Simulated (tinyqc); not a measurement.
# Resistance of a source-drain extension with a graded tip, step by step

Computed by the program tinyqc: `OMP_NUM_THREADS=1 python tinyqc.py 2282079 2282080 out.jsonl`, one thread of a shared Intel Xeon 2.30GHz, about 0.03 s for the whole run. Printed values are rounded.

y runs along the channel, the gate covers y > 0. The doping is N0 for y < y0 and N0 10^(-(y - y0)/la) beyond, uniform over the depth xj. Sheet conductance s(y) = q mu(N) max(N - Nch, 0) xj + (for y > 0) ma Cox Vo, with mu(N) = u0 + (u1 - u0)/(1 + (N/Nr)^au) and Cox = eps0 eox/tox. Current is taken as one-dimensional; depletion of the tip, spreading and the contact are left out. The metallurgical junction lies at yj, where N = Nch.

Values chosen for this exercise; mobility law close to that of electrons in silicon:
- eox = 3.9 (relative permittivity of the gate insulator (close to silicon dioxide))
- tox = 1.3 nm (insulator thickness)
- N0 = 7.6e19 cm^-3 (active doping of the extension far from the gate)
- la = 2.5 nm/decade (lateral abruptness)
- y0 = 4.7 nm (position under the gate where the fall begins (gate edge at 0))
- xj = 29 nm (depth of the extension)
- Nch = 3.6e17 cm^-3 (channel doping)
- Vo = 0.51 V (gate overdrive)
- ma = 110 cm^2/(V s) (mobility of the gate-induced layer)
- u1 = 1414 cm^2/(V s) (mobility at low doping)
- u0 = 68.5 cm^2/(V s) (mobility at high doping)
- Nr = 9.2e16 cm^-3 (reference doping)
- au = 0.711 (exponent)
- Lg = 40 nm (gate length)

Constants: q = 1.602176634e-19 C, eps0 = 8.8541878128e-14 F/cm where lengths are in cm. Results are converted to the units shown.

## Sheet resistances and junction position

yj = y0 + la log10(N0/Nch); sheet resistance of the full extension 1/[q mu(N0)(N0 - Nch) xj] and of the gate-induced layer 1/(ma Cox Vo); metallurgical length Lg - 2 yj; ye is where the doped and the gate-induced conductances are equal.

yj = 10.5113 nm
sheet resistance of the extension = 356.778 ohm/square
sheet resistance of the induced layer = 6710.69 ohm/square
metallurgical length = 18.9774 nm
ye = 8.70689 nm
N at ye = 1.89695e18 cm^-3

The gate takes over 1.80 nm before the junction, where N is still 5.27 times the channel doping.

## Resistance of the overlapped part

Midpoint rule on 9 equal steps from 0 to yj: R_ov = sum h/s(y), per width.

```
point    y (nm)   N (cm^-3)  doped conductance (uS)  sheet resistance (ohm/square)
0      0.583960      7.6e19                 2802.86                        338.767
1       1.75188      7.6e19                 2802.86                        338.767
2       2.91980      7.6e19                 2802.86                        338.767
3       4.08772      7.6e19                 2802.86                        338.767
4       5.25564  4.55573e19                 1777.26                        519.136
5       6.42356  1.55378e19                 724.169                        1145.23
6       7.59148  5.29935e18                 321.008                        2127.55
7       8.75940  1.80740e18                 143.277                        3421.23
8       9.92732  6.16434e17                 41.1013                        5259.91
```

R_ov = 16.150 ohm um

The exact integral is 16.302 ohm um; the coarse sum is 0.93 % below it.
